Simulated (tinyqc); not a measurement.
Inside a calculation (part 1 of 2). Method: UHF in the sto-3g basis, for BeH, spin multiplicity 2. This run ends on a higher stationary point, not on the lowest solution. Computed by tinyqc, a small Python program that keeps every step (integrals from PySCF). Settings: charge = 0, multiplicity = 2, basis = sto-3g, energy threshold = 1e-08, iteration cap = 61, orthogonalisation = symmetric, start = highest core orbitals, DIIS depth = 0, method = UHF. Command: `OMP_NUM_THREADS=1 python tinyqc.py 22578 22579 out.jsonl` (the two numbers bound the seeds that draw the settings). One thread of a shared host (Intel(R) Xeon(R) Processor @ 2.60GHz), about 0.1 s of CPU time with the checks. Later iterations appear only in the table of the cycle.

## One-electron integrals

Geometry (angstrom):
```
atom        x        y        z
Be    0.00000  0.00000  0.00000
H     0.00000  0.00000  1.39100
```

Basis sto-3g: exponents (1/bohr^2) and contraction coefficients of normalised primitives:
```
element  l (shell)  exponent  coefficient
Be           s (1)  30.16787      0.15433
Be           s (1)   5.49512      0.53533
Be           s (1)   1.48719      0.44463
Be           s (2)   1.31483     -0.09997
Be           s (2)   0.30554      0.39951
Be           s (2)   0.09937      0.70012
Be           p (3)   1.31483      0.15592
Be           p (3)   0.30554      0.60768
Be           p (3)   0.09937      0.39196
H            s (1)   3.42525      0.15433
H            s (1)   0.62391      0.53533
H            s (1)   0.16886      0.44463
```

Overlap, kinetic and nuclear-attraction integrals over the contracted functions; the nuclear repulsion is the sum of Za Zb / Rab.

nuclear repulsion = 1.5217174 hartree

overlap S, order 1Be 1s, 1Be 2s, 1Be 2px, 1Be 2py, 1Be 2pz, 2H 1s:
```
[[1.00000, 0.25952, 0.00000, 0.00000, 0.00000, 0.06210],
 [0.25952, 1.00000, 0.00000, 0.00000, 0.00000, 0.43949],
 [0.00000, 0.00000, 1.00000, 0.00000, 0.00000, 0.00000],
 [0.00000, 0.00000, 0.00000, 1.00000, 0.00000, 0.00000],
 [0.00000, 0.00000, 0.00000, 0.00000, 1.00000, 0.51110],
 [0.06210, 0.43949, 0.00000, 0.00000, 0.51110, 1.00000]]
```

kinetic energy T (hartree), order 1Be 1s, 1Be 2s, 1Be 2px, 1Be 2py, 1Be 2pz, 2H 1s:
```
[[6.69397, -0.03301, 0.00000, 0.00000, 0.00000, -0.01562],
 [-0.03301, 0.21111, 0.00000, 0.00000, 0.00000, 0.06144],
 [0.00000, 0.00000, 0.66059, 0.00000, 0.00000, 0.00000],
 [0.00000, 0.00000, 0.00000, 0.66059, 0.00000, 0.00000],
 [0.00000, 0.00000, 0.00000, 0.00000, 0.66059, 0.17713],
 [-0.01562, 0.06144, 0.00000, 0.00000, 0.17713, 0.76003]]
```

nuclear attraction V (hartree), order 1Be 1s, 1Be 2s, 1Be 2px, 1Be 2py, 1Be 2pz, 2H 1s:
```
[[-14.94152, -1.99797, 0.00000, 0.00000, -0.01670, -0.47903],
 [-1.99797, -2.67224, 0.00000, 0.00000, -0.14232, -1.17684],
 [0.00000, 0.00000, -2.61690, 0.00000, 0.00000, 0.00000],
 [0.00000, 0.00000, 0.00000, -2.61690, 0.00000, 0.00000],
 [-0.01670, -0.14232, 0.00000, 0.00000, -2.72770, -1.35253],
 [-0.47903, -1.17684, 0.00000, 0.00000, -1.35253, -2.73856]]
```

core Hamiltonian H = T + V (hartree), order 1Be 1s, 1Be 2s, 1Be 2px, 1Be 2py, 1Be 2pz, 2H 1s:
```
[[-8.24755, -2.03099, 0.00000, 0.00000, -0.01670, -0.49465],
 [-2.03099, -2.46113, 0.00000, 0.00000, -0.14232, -1.11540],
 [0.00000, 0.00000, -1.95631, 0.00000, 0.00000, 0.00000],
 [0.00000, 0.00000, 0.00000, -1.95631, 0.00000, 0.00000],
 [-0.01670, -0.14232, 0.00000, 0.00000, -2.06710, -1.17539],
 [-0.49465, -1.11540, 0.00000, 0.00000, -1.17539, -1.97853]]
```

## Two-electron integrals

Functions are numbered as in S; the eight-fold symmetry (ij|kl) = (ji|kl) = (kl|ij) leaves the list below.

Two-electron integrals (ij|kl) in chemists' order, unique and non-zero (hartree):
```
(11|11) 2.29883   (21|11) 0.39204   (21|21) 0.07954   (22|11) 0.57099
(22|21) 0.14304   (22|22) 0.41768   (31|31) 0.01461   (32|31) 0.02189
(32|32) 0.09226   (33|11) 0.56958   (33|21) 0.14308   (33|22) 0.41759
(33|33) 0.44986   (41|41) 0.01461   (42|41) 0.02189   (42|42) 0.09226
(43|43) 0.02425   (44|11) 0.56958   (44|21) 0.14308   (44|22) 0.41759
(44|33) 0.40136   (44|44) 0.44986   (51|51) 0.01461   (52|51) 0.02189
(52|52) 0.09226   (53|53) 0.02425   (54|54) 0.02425   (55|11) 0.56958
(55|21) 0.14308   (55|22) 0.41759   (55|33) 0.40136   (55|44) 0.40136
(55|55) 0.44986   (61|11) 0.09277   (61|21) 0.01881   (61|22) 0.03409
(61|33) 0.03384   (61|44) 0.03384   (61|51) 0.00168   (61|52) 0.00315
(61|55) 0.03460   (61|61) 0.00467   (62|11) 0.21207   (62|21) 0.05383
(62|22) 0.16963   (62|33) 0.16336   (62|44) 0.16336   (62|51) 0.00707
(62|52) 0.04223   (62|55) 0.18203   (62|61) 0.01407   (62|62) 0.10005
(63|31) 0.00511   (63|32) 0.02348   (63|53) 0.00744   (63|63) 0.00958
(64|41) 0.00511   (64|42) 0.02348   (64|54) 0.00744   (64|64) 0.00958
(65|11) 0.22296   (65|21) 0.05732   (65|22) 0.18950   (65|33) 0.17828
(65|44) 0.17828   (65|51) 0.01156   (65|52) 0.06594   (65|55) 0.21176
(65|61) 0.01571   (65|62) 0.12749   (65|65) 0.16839   (66|11) 0.37753
(66|21) 0.09761   (66|22) 0.34350   (66|33) 0.31853   (66|44) 0.31853
(66|51) 0.01554   (66|52) 0.11793   (66|55) 0.39316   (66|61) 0.02628
(66|62) 0.25398   (66|65) 0.34454   (66|66) 0.77461
```

## Orthogonalisation

S = U s U^T; symmetric (Loewdin) form X = U s^(-1/2) U^T, so that X^T S X = 1.

eigenvalues of S: [0.31648, 0.79395, 1.00000, 1.00000, 1.17475, 1.71482]

X, order 1Be 1s, 1Be 2s, 1Be 2px, 1Be 2py, 1Be 2pz, 2H 1s:
```
[[1.02767, -0.14560, 0.00000, 0.00000, -0.01140, 0.02225],
 [-0.14560, 1.14326, 0.00000, 0.00000, 0.13282, -0.32559],
 [0.00000, 0.00000, 1.00000, 0.00000, 0.00000, 0.00000],
 [0.00000, 0.00000, 0.00000, 1.00000, 0.00000, 0.00000],
 [-0.01140, 0.13282, 0.00000, 0.00000, 1.15119, -0.37190],
 [0.02225, -0.32559, 0.00000, 0.00000, -0.37190, 1.26401]]
```

## Starting guess

The start is the highest orbitals of the core Hamiltonian (a deliberately bad start); D(s) = C_occ C_occ^T for each spin.

D(alpha) at the start, order 1Be 1s, 1Be 2s, 1Be 2px, 1Be 2py, 1Be 2pz, 2H 1s:
```
[[0.03645, -0.18193, 0.00000, 0.00000, 0.05067, 0.12648],
 [-0.18193, 0.98357, 0.00000, 0.00000, 0.03207, -0.95330],
 [0.00000, 0.00000, 0.39363, -0.48855, 0.00000, 0.00000],
 [0.00000, 0.00000, -0.48855, 0.60637, 0.00000, 0.00000],
 [0.05067, 0.03207, 0.00000, 0.00000, 1.14714, -1.04062],
 [0.12648, -0.95330, 0.00000, 0.00000, -1.04062, 1.81322]]
```

D(beta) at the start, order 1Be 1s, 1Be 2s, 1Be 2px, 1Be 2py, 1Be 2pz, 2H 1s:
```
[[0.03645, -0.18193, 0.00000, 0.00000, 0.05067, 0.12648],
 [-0.18193, 0.98357, 0.00000, 0.00000, 0.03207, -0.95330],
 [0.00000, 0.00000, 0.00000, 0.00000, 0.00000, 0.00000],
 [0.00000, 0.00000, 0.00000, 0.00000, 0.00000, 0.00000],
 [0.05067, 0.03207, 0.00000, 0.00000, 1.14714, -1.04062],
 [0.12648, -0.95330, 0.00000, 0.00000, -1.04062, 1.81322]]
```

## Iteration 1: building the Fock matrix

J_ij = sum D_kl (ij|kl) with D = D(alpha) + D(beta), K_ij = sum D_kl (ik|jl) for each spin; F = H + J - K(s); E = tr D H + tr D J / 2 - 0.5 sum_s tr D(s) K(s) + E_nn.

Coulomb J (hartree), order 1Be 1s, 1Be 2s, 1Be 2px, 1Be 2py, 1Be 2pz, 2H 1s:
```
[[2.56113, 0.64304, 0.00000, 0.00000, -0.01211, 0.15268],
 [0.64304, 1.96211, 0.00000, 0.00000, 0.01004, 0.91376],
 [0.00000, 0.00000, 1.90739, -0.02369, 0.00000, 0.00000],
 [0.00000, 0.00000, -0.02369, 1.91771, 0.00000, 0.00000],
 [-0.01211, 0.01004, 0.00000, 0.00000, 2.06005, 1.09254],
 [0.15268, 0.91376, 0.00000, 0.00000, 1.09254, 2.29079]]
```

exchange K(alpha) (hartree), order 1Be 1s, 1Be 2s, 1Be 2px, 1Be 2py, 1Be 2pz, 2H 1s:
```
[[0.04331, 0.04389, 0.00000, 0.00000, -0.01388, 0.00315],
 [0.04389, 0.34350, 0.00000, 0.00000, -0.21492, 0.05757],
 [0.00000, 0.00000, 0.26132, -0.20793, 0.00000, 0.00000],
 [0.00000, 0.00000, -0.20793, 0.35187, 0.00000, 0.00000],
 [-0.01388, -0.21492, 0.00000, 0.00000, 0.36543, 0.11073],
 [0.00315, 0.05757, 0.00000, 0.00000, 0.11073, 0.51584]]
```

exchange K(beta) (hartree), order 1Be 1s, 1Be 2s, 1Be 2px, 1Be 2py, 1Be 2pz, 2H 1s:
```
[[0.02870, 0.02201, 0.00000, 0.00000, -0.01388, -0.00196],
 [0.02201, 0.25123, 0.00000, 0.00000, -0.21492, 0.03409],
 [0.00000, 0.00000, 0.06954, 0.00000, 0.00000, 0.00000],
 [0.00000, 0.00000, 0.00000, 0.06954, 0.00000, 0.00000],
 [-0.01388, -0.21492, 0.00000, 0.00000, 0.34118, 0.10329],
 [-0.00196, 0.03409, 0.00000, 0.00000, 0.10329, 0.50627]]
```

F(alpha) (hartree), order 1Be 1s, 1Be 2s, 1Be 2px, 1Be 2py, 1Be 2pz, 2H 1s:
```
[[-5.72972, -1.43184, 0.00000, 0.00000, -0.01494, -0.34512],
 [-1.43184, -0.84252, 0.00000, 0.00000, 0.08264, -0.25920],
 [0.00000, 0.00000, -0.31024, 0.18424, 0.00000, 0.00000],
 [0.00000, 0.00000, 0.18424, -0.39046, 0.00000, 0.00000],
 [-0.01494, 0.08264, 0.00000, 0.00000, -0.37248, -0.19358],
 [-0.34512, -0.25920, 0.00000, 0.00000, -0.19358, -0.20359]]
```

F(beta) (hartree), order 1Be 1s, 1Be 2s, 1Be 2px, 1Be 2py, 1Be 2pz, 2H 1s:
```
[[-5.71512, -1.40995, 0.00000, 0.00000, -0.01494, -0.34001],
 [-1.40995, -0.75026, 0.00000, 0.00000, 0.08264, -0.23572],
 [0.00000, 0.00000, -0.11845, -0.02369, 0.00000, 0.00000],
 [0.00000, 0.00000, -0.02369, -0.10814, 0.00000, 0.00000],
 [-0.01494, 0.08264, 0.00000, 0.00000, -0.34823, -0.18614],
 [-0.34001, -0.23572, 0.00000, 0.00000, -0.18614, -0.19401]]
```

total energy of this density = -3.6945976 hartree

## Iteration 1: diagonalisation and new density

Diagonalise F' = X^T F X, C = X C', fill 3 alpha and 2 beta electrons from the bottom; D(s) = C_occ C_occ^T. Each column has its largest component positive (the first on a tie).

F' = X^T F X (alpha) (hartree):
```
[[-5.65409, -0.62131, 0.00000, 0.00000, -0.02804, -0.07856],
 [-0.62131, -0.57148, 0.00000, 0.00000, 0.12363, -0.10148],
 [0.00000, 0.00000, -0.31024, 0.18424, 0.00000, 0.00000],
 [0.00000, 0.00000, 0.18424, -0.39046, 0.00000, 0.00000],
 [-0.02804, 0.12363, 0.00000, 0.00000, -0.31895, -0.12752],
 [-0.07856, -0.10148, 0.00000, 0.00000, -0.12752, -0.05200]]
```

orbital energies (alpha) (hartree): [-5.73041, -0.56320, -0.53890, -0.33684, -0.16179, 0.03393]

coefficients C (alpha), order 1Be 1s, 1Be 2s, 1Be 2px, 1Be 2py, 1Be 2pz, 2H 1s:
```
[[1.00301, -0.23389, 0.00000, -0.10565, 0.00000, 0.07764],
 [-0.01239, 0.96025, 0.00000, 0.37135, 0.00000, -0.62591],
 [0.00000, 0.00000, -0.62740, 0.00000, 0.77870, 0.00000],
 [0.00000, 0.00000, 0.77870, 0.00000, 0.62740, 0.00000],
 [0.00187, -0.40227, 0.00000, 0.79669, 0.00000, -0.82751],
 [0.00220, -0.06506, 0.00000, 0.18081, 0.00000, 1.34373]]
```

F' = X^T F X (beta) (hartree):
```
[[-5.64317, -0.61275, 0.00000, 0.00000, -0.02776, -0.07890],
 [-0.61275, -0.47406, 0.00000, 0.00000, 0.12796, -0.10183],
 [0.00000, 0.00000, -0.11845, -0.02369, 0.00000, 0.00000],
 [0.00000, 0.00000, -0.02369, -0.10814, 0.00000, 0.00000],
 [-0.02776, 0.12796, 0.00000, 0.00000, -0.29258, -0.12772],
 [-0.07890, -0.10183, 0.00000, 0.00000, -0.12772, -0.04990]]
```

orbital energies (beta) (hartree): [-5.71629, -0.48901, -0.30295, -0.13754, -0.08905, 0.04853]

coefficients C (beta), order 1Be 1s, 1Be 2s, 1Be 2px, 1Be 2py, 1Be 2pz, 2H 1s:
```
[[1.00395, -0.21366, -0.12740, 0.00000, 0.00000, 0.09023],
 [-0.01645, 0.88814, 0.45040, 0.00000, 0.00000, -0.67822],
 [0.00000, 0.00000, 0.00000, 0.77870, -0.62740, 0.00000],
 [0.00000, 0.00000, 0.00000, 0.62740, 0.77870, 0.00000],
 [0.00131, -0.52195, 0.69281, 0.00000, 0.00000, -0.85376],
 [0.00341, -0.04875, 0.24757, 0.00000, 0.00000, 1.33374]]
```

D(alpha) after iteration 1, order 1Be 1s, 1Be 2s, 1Be 2px, 1Be 2py, 1Be 2pz, 2H 1s:
```
[[1.06074, -0.23702, 0.00000, 0.00000, 0.09596, 0.01742],
 [-0.23702, 0.92224, 0.00000, 0.00000, -0.38630, -0.06250],
 [0.00000, 0.00000, 0.39363, -0.48855, 0.00000, 0.00000],
 [0.00000, 0.00000, -0.48855, 0.60637, 0.00000, 0.00000],
 [0.09596, -0.38630, 0.00000, 0.00000, 0.16182, 0.02618],
 [0.01742, -0.06250, 0.00000, 0.00000, 0.02618, 0.00424]]
```

D(beta) after iteration 1, order 1Be 1s, 1Be 2s, 1Be 2px, 1Be 2py, 1Be 2pz, 2H 1s:
```
[[1.05356, -0.20628, 0.00000, 0.00000, 0.11283, 0.01385],
 [-0.20628, 0.78906, 0.00000, 0.00000, -0.46358, -0.04336],
 [0.00000, 0.00000, 0.00000, 0.00000, 0.00000, 0.00000],
 [0.00000, 0.00000, 0.00000, 0.00000, 0.00000, 0.00000],
 [0.11283, -0.46358, 0.00000, 0.00000, 0.27243, 0.02545],
 [0.01385, -0.04336, 0.00000, 0.00000, 0.02545, 0.00239]]
```

## Iteration 2: building the Fock matrix

As before.

Coulomb J (hartree), order 1Be 1s, 1Be 2s, 1Be 2px, 1Be 2py, 1Be 2pz, 2H 1s:
```
[[6.29331, 1.20471, 0.00000, 0.00000, -0.03120, 0.28112],
 [1.20471, 2.38219, 0.00000, 0.00000, -0.14884, 0.85907],
 [0.00000, 0.00000, 2.37481, -0.02369, 0.00000, 0.00000],
 [0.00000, 0.00000, -0.02369, 2.38513, 0.00000, 0.00000],
 [-0.03120, -0.14884, 0.00000, 0.00000, 2.37683, 0.90153],
 [0.28112, 0.85907, 0.00000, 0.00000, 0.90153, 1.58339]]
```

exchange K(alpha) (hartree), order 1Be 1s, 1Be 2s, 1Be 2px, 1Be 2py, 1Be 2pz, 2H 1s:
```
[[2.34393, 0.41786, 0.00000, 0.00000, -0.00626, 0.09760],
 [0.41786, 0.49227, 0.00000, 0.00000, -0.18746, 0.08771],
 [0.00000, 0.00000, 0.28359, -0.20793, 0.00000, 0.00000],
 [0.00000, 0.00000, -0.20793, 0.37413, 0.00000, 0.00000],
 [-0.00626, -0.18746, 0.00000, 0.00000, 0.19122, -0.00999],
 [0.09760, 0.08771, 0.00000, 0.00000, -0.00999, 0.02237]]
```

exchange K(beta) (hartree), order 1Be 1s, 1Be 2s, 1Be 2px, 1Be 2py, 1Be 2pz, 2H 1s:
```
[[2.32799, 0.39735, 0.00000, 0.00000, -0.00886, 0.09254],
 [0.39735, 0.36867, 0.00000, 0.00000, -0.22029, 0.04206],
 [0.00000, 0.00000, 0.08427, 0.00000, 0.00000, 0.00000],
 [0.00000, 0.00000, 0.00000, 0.08427, 0.00000, 0.00000],
 [-0.00886, -0.22029, 0.00000, 0.00000, 0.20750, -0.01417],
 [0.09254, 0.04206, 0.00000, 0.00000, -0.01417, 0.00736]]
```

F(alpha) (hartree), order 1Be 1s, 1Be 2s, 1Be 2px, 1Be 2py, 1Be 2pz, 2H 1s:
```
[[-4.29816, -1.24414, 0.00000, 0.00000, -0.04164, -0.31113],
 [-1.24414, -0.57120, 0.00000, 0.00000, -0.10370, -0.34404],
 [0.00000, 0.00000, 0.13492, 0.18424, 0.00000, 0.00000],
 [0.00000, 0.00000, 0.18424, 0.05469, 0.00000, 0.00000],
 [-0.04164, -0.10370, 0.00000, 0.00000, 0.11851, -0.26388],
 [-0.31113, -0.34404, 0.00000, 0.00000, -0.26388, -0.41752]]
```

F(beta) (hartree), order 1Be 1s, 1Be 2s, 1Be 2px, 1Be 2py, 1Be 2pz, 2H 1s:
```
[[-4.28223, -1.22363, 0.00000, 0.00000, -0.03904, -0.30607],
 [-1.22363, -0.44761, 0.00000, 0.00000, -0.07087, -0.29839],
 [0.00000, 0.00000, 0.33423, -0.02369, 0.00000, 0.00000],
 [0.00000, 0.00000, -0.02369, 0.34455, 0.00000, 0.00000],
 [-0.03904, -0.07087, 0.00000, 0.00000, 0.10223, -0.25970],
 [-0.30607, -0.29839, 0.00000, 0.00000, -0.25970, -0.40250]]
```

total energy of this density = -14.0538860 hartree

## Iteration 2: diagonalisation and new density

As before.

F' = X^T F X (alpha) (hartree):
```
[[-4.19053, -0.67115, 0.00000, 0.00000, -0.04883, -0.03888],
 [-0.67115, -0.24611, 0.00000, 0.00000, 0.03780, -0.20230],
 [0.00000, 0.00000, 0.13492, 0.18424, 0.00000, 0.00000],
 [0.00000, 0.00000, 0.18424, 0.05469, 0.00000, 0.00000],
 [-0.04883, 0.03780, 0.00000, 0.00000, 0.31912, -0.30706],
 [-0.03888, -0.20230, 0.00000, 0.00000, -0.30706, -0.20599]]
```

orbital energies (alpha) (hartree): [-4.30333, -0.43288, -0.09375, -0.07302, 0.28336, 0.48573]

coefficients C (alpha), order 1Be 1s, 1Be 2s, 1Be 2px, 1Be 2py, 1Be 2pz, 2H 1s:
```
[[0.98995, -0.15464, 0.00000, -0.25886, 0.00000, -0.08372],
 [0.03928, 0.33184, 0.00000, 1.04753, 0.00000, 0.49286],
 [0.00000, 0.00000, -0.62740, 0.00000, 0.77870, 0.00000],
 [0.00000, 0.00000, 0.77870, 0.00000, 0.62740, 0.00000],
 [0.01559, 0.10991, 0.00000, -0.19048, 0.00000, 1.19696],
 [-0.01222, 0.76547, 0.00000, -0.59292, 0.00000, -0.95125]]
```

F' = X^T F X (beta) (hartree):
```
[[-4.17723, -0.66872, 0.00000, 0.00000, -0.05016, -0.04059],
 [-0.66872, -0.11375, 0.00000, 0.00000, 0.07574, -0.19641],
 [0.00000, 0.00000, 0.33423, -0.02369, 0.00000, 0.00000],
 [0.00000, 0.00000, -0.02369, 0.34455, 0.00000, 0.00000],
 [-0.05016, 0.07574, 0.00000, 0.00000, 0.30366, -0.30647],
 [-0.04059, -0.19641, 0.00000, 0.00000, -0.30647, -0.20475]]
```

orbital energies (beta) (hartree): [-4.28609, -0.39704, -0.00612, 0.31514, 0.36364, 0.49718]

coefficients C (beta), order 1Be 1s, 1Be 2s, 1Be 2px, 1Be 2py, 1Be 2pz, 2H 1s:
```
[[0.99156, -0.11004, -0.26435, 0.00000, 0.00000, -0.11292],
 [0.03326, 0.16023, 1.02690, 0.00000, 0.00000, 0.60876],
 [0.00000, 0.00000, 0.00000, 0.77870, -0.62740, 0.00000],
 [0.00000, 0.00000, 0.00000, 0.62740, 0.77870, 0.00000],
 [0.01389, 0.11256, -0.29803, 0.00000, 0.00000, 1.17458],
 [-0.01029, 0.86548, -0.36928, 0.00000, 0.00000, -0.97826]]
```

D(alpha) after iteration 2, order 1Be 1s, 1Be 2s, 1Be 2px, 1Be 2py, 1Be 2pz, 2H 1s:
```
[[1.00392, -0.01243, 0.00000, 0.00000, -0.00156, -0.13047],
 [-0.01243, 0.11166, 0.00000, 0.00000, 0.03709, 0.25353],
 [0.00000, 0.00000, 0.39363, -0.48855, 0.00000, 0.00000],
 [0.00000, 0.00000, -0.48855, 0.60637, 0.00000, 0.00000],
 [-0.00156, 0.03709, 0.00000, 0.00000, 0.01232, 0.08395],
 [-0.13047, 0.25353, 0.00000, 0.00000, 0.08395, 0.58610]]
```

D(beta) after iteration 2, order 1Be 1s, 1Be 2s, 1Be 2px, 1Be 2py, 1Be 2pz, 2H 1s:
```
[[0.99530, 0.01535, 0.00000, 0.00000, 0.00138, -0.10544],
 [0.01535, 0.02678, 0.00000, 0.00000, 0.01850, 0.13834],
 [0.00000, 0.00000, 0.00000, 0.00000, 0.00000, 0.00000],
 [0.00000, 0.00000, 0.00000, 0.00000, 0.00000, 0.00000],
 [0.00138, 0.01850, 0.00000, 0.00000, 0.01286, 0.09727],
 [-0.10544, 0.13834, 0.00000, 0.00000, 0.09727, 0.74916]]
```
